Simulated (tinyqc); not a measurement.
Four-point probe, van der Pauw, Hall and spreading-resistance readings of a semiconductor layer: one step, computed by the program tinyqc.

The layer is uniform and ohmic; contacts are points unless a radius is given.

Problem. Resistivity and sheet resistance. rho = 1/(e n mu); R_s = rho/t.

Inputs (values chosen for the exercise, modelled on p-type silicon): carrier density n = 1.1e+18 1/cm^3; drift mobility mu = 94.1 cm^2/(V s); layer thickness t = 460 micrometre.

Backing of the layer: conducting.

Constants: e = 1.602176634e-19 C.

Give: resistivity rho; sheet resistance R_s.

Solution.

resistivity rho = 0.06030 ohm cm

sheet resistance R_s = 1.311 ohm/square
